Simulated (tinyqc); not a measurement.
# MOSFET in saturation, small-signal circuit and noise: several studies

Bias by the inversion coefficient IC = I/Ispec (charge-based model with velocity saturation; weak inversion below 0.1, strong above 10). Common-source circuit: gm, gds, Cgs, Cgd and Cj at the inner nodes, Rg in series with the gate; quasi-static, no source or drain resistance, no gate-body capacitance, no substrate network, no induced gate noise, so fmax is an upper estimate.

Inputs (values chosen for the exercise): temperature T = 400 K; gate length L = 350 nm; total gate width W = 80 um; gate capacitance Cox = 1.56 uF/cm^2; mobility mu = 170 cm^2/(V s); slope factor n = 1.43; velocity-saturation length Ls = 10 nm; ratio gds/gm sg = 0.012; overlap and fringe capacitance per side Cov = 0.33 fF/um; drain junction capacitance Cj = 0.67 fF/um; sheet resistance of the gate Rsh = 5 ohm; finger width Wf = 2 um; gate contact and vertical resistance Rc = 300 ohm um; inversion coefficient IC = 0.64; short-channel excess of the noise factor gw = 0.15; oxide trap density Nt = 1.1e18 cm^-3 eV^-1; tunnelling length into the oxide lt = 0.1 nm; Coulomb scattering coefficient ac = 0 V s/C.

Constants: q = 1.602176634e-19 C, kB = 1.380649e-23 J/K, Vt = kB T/q. Results are converted to the units shown.

Each table varies one quantity; the others keep the values above.

## Effect of the gate length on speed and noise

Ispec = 2 n mu Cox (W/L) Vt^2, lc = Ls/L, gms = [sqrt((lc IC + 1)^2 + 4 IC) - 1]/[2 + lc (lc IC + 1)], gm = gms Ispec/(n Vt), gds = sg gm. qs = [sqrt(1 + 4 IC) - 1]/2, Cgs = Cox W L qs (2 qs + 3)/(3 (qs + 1)^2) + Cov W, Cgd = Cov W, Cd = Cj W, Rg = Rsh (Wf/L)/(12 Nf) + Rc/W with Nf = W/Wf fingers (not rounded) contacted at both ends. fT = gm/(2 pi (Cgs + Cgd)), fmax = fT/(2 sqrt(Rg (gds + 2 pi fT Cgd))). Channel noise Sid = 4 kB T gam n gm with gam = (1/2 + (2/3) qs)/(1 + qs) + gw lc IC, qs = [sqrt(1 + 4 IC) - 1]/2, lc = Ls/L (the last term an empirical rise with velocity saturation); at the gate, white noise Sw = Sid/gm^2 + 4 kB T Rg. Number fluctuation with correlated mobility: S(f) = K/f, K = q^2 Vt lt Nt/(W L Cox^2) (1 + ac mu Cox I/gm)^2, Vt in eV with Nt per eV. Corner fc = K/Sw. IC is held fixed, and so is sg.

Result of one run:

| L (nm) | I (uA) | Rg (ohm) | fT (GHz) | fmax (GHz) | sqrt(Sw) (nV/Hz^0.5) | fc (MHz) |
|---|---|---|---|---|---|---|
| 130 | 354.9 | 3.910 | 8.059 | 54.54 | 1.913 | 10.51 |

What becomes of these results when the gate length L is changed from 130 to 200 nm, all else the same?

Result of the changed run:

| L (nm) | I (uA) | Rg (ohm) | fT (GHz) | fmax (GHz) | sqrt(Sw) (nV/Hz^0.5) | fc (MHz) |
|---|---|---|---|---|---|---|
| 200 | 230.7 | 3.854 | 4.216 | 39.53 | 2.353 | 4.515 |

The whole series:

| L (nm) | I (uA) | Rg (ohm) | fT (GHz) | fmax (GHz) | sqrt(Sw) (nV/Hz^0.5) | fc (MHz) |
|---|---|---|---|---|---|---|
| 20 | 2307 | 4.792 | 78.76 | 155.3 | 0.8642 | 334.7 |
| 32 | 1442 | 4.401 | 48.00 | 126.4 | 1.025 | 148.6 |
| 50 | 922.8 | 4.167 | 28.62 | 100.2 | 1.234 | 65.63 |
| 79 | 584.0 | 4.014 | 16.05 | 76.26 | 1.515 | 27.57 |
| 130 | 354.9 | 3.910 | 8.059 | 54.54 | 1.913 | 10.51 |
| 200 | 230.7 | 3.854 | 4.216 | 39.53 | 2.353 | 4.515 |
| 320 | 144.2 | 3.815 | 1.972 | 26.93 | 2.959 | 1.784 |
| 500 | 92.28 | 3.792 | 0.9158 | 18.17 | 3.686 | 0.7359 |

As L goes from 20 to 500 nm, fT falls from 78.8 to 0.916 GHz, fmax falls from 155 to 18.2 GHz, the white noise rises from 0.864 to 3.69 nV/Hz^0.5 and the corner falls from 335 to 0.736 MHz. fT goes as L^(-1.05) between the first two rows and L^(-1.72) between the last two; with no overlap and no velocity saturation it would go as 1/L^2. For L = 79 to 500 nm fmax exceeds 4 fT, where channel resistance and substrate losses, left out here, would cap it.

## Effect of the inversion coefficient on speed and noise

Same model as above.

Corner fc = K/Sw. IC is held fixed.

The same in every row: Rg (ohm) = 3.8095.

Effect of the inversion coefficient on speed and noise:

| IC | I (uA) | fT (GHz) | fmax (GHz) | sqrt(Sw) (nV/Hz^0.5) | fc (MHz) |
|---|---|---|---|---|---|
| 0.03 | 6.1794 | 0.29790 | 10.699 | 11.448 | 0.10899 |
| 0.1 | 20.598 | 0.68821 | 16.179 | 6.5254 | 0.33545 |
| 0.3 | 61.794 | 1.2119 | 21.266 | 4.1015 | 0.84911 |
| 1 | 205.98 | 2.0632 | 27.363 | 2.6571 | 2.0232 |
| 3 | 617.94 | 3.4002 | 34.732 | 1.9048 | 3.9369 |
| 10 | 2059.8 | 6.0569 | 45.976 | 1.4000 | 7.2875 |
| 30 | 6179.4 | 10.375 | 59.914 | 1.1235 | 11.317 |

What does the comparison show?

As IC goes from 0.03 to 30, fT rises from 0.298 to 10.4 GHz, fmax rises from 10.7 to 59.9 GHz, the white noise falls from 11.4 to 1.12 nV/Hz^0.5 and the corner rises from 0.109 to 11.3 MHz. In every row fmax exceeds 4 fT, where channel resistance and substrate losses, left out here, would cap it.

## From weak to strong inversion

Same model as above.

The last column is the figure of merit (gm/I) fT.

From weak to strong inversion:

| IC | I (uA) | gm/I (1/V) | fT (GHz) | fmax (GHz) | (gm/I) fT (THz/V) |
|---|---|---|---|---|---|
| 0.01 | 2.0598 | 20.086 | 0.11538 | 6.6704 | 0.0023176 |
| 0.03 | 6.1794 | 19.705 | 0.29790 | 10.699 | 0.0058701 |
| 0.1 | 20.598 | 18.564 | 0.68821 | 16.179 | 0.012776 |
| 0.3 | 61.794 | 16.301 | 1.2119 | 21.266 | 0.019754 |
| 1 | 205.98 | 12.486 | 2.0632 | 27.363 | 0.025761 |
| 3 | 617.94 | 8.7578 | 3.4002 | 34.732 | 0.029778 |
| 10 | 2059.8 | 5.4326 | 6.0569 | 45.976 | 0.032904 |
| 30 | 6179.4 | 3.3304 | 10.375 | 59.914 | 0.034554 |
| 100 | 20598 | 1.8621 | 18.564 | 79.934 | 0.034568 |

The efficiency gm/I falls from 20.1 to 1.86 1/V while fT rises from 0.115 to 18.6 GHz; fT goes as IC^(0.86) at the start and IC^(0.48) at the end (1/2 for a long channel, 0 at full velocity saturation, which sets in near IC = 1/lc^2 = 1230). Their product rises from 0.00232 to 0.0346 THz/V. In every row fmax exceeds 4 fT, where channel resistance and substrate losses, left out here, would cap it.

Program tinyqc, `OMP_NUM_THREADS=1 python tinyqc.py 2150047 2150048 out.jsonl`; Intel Xeon 2.30GHz, shared host, one thread, about 0.01 s.
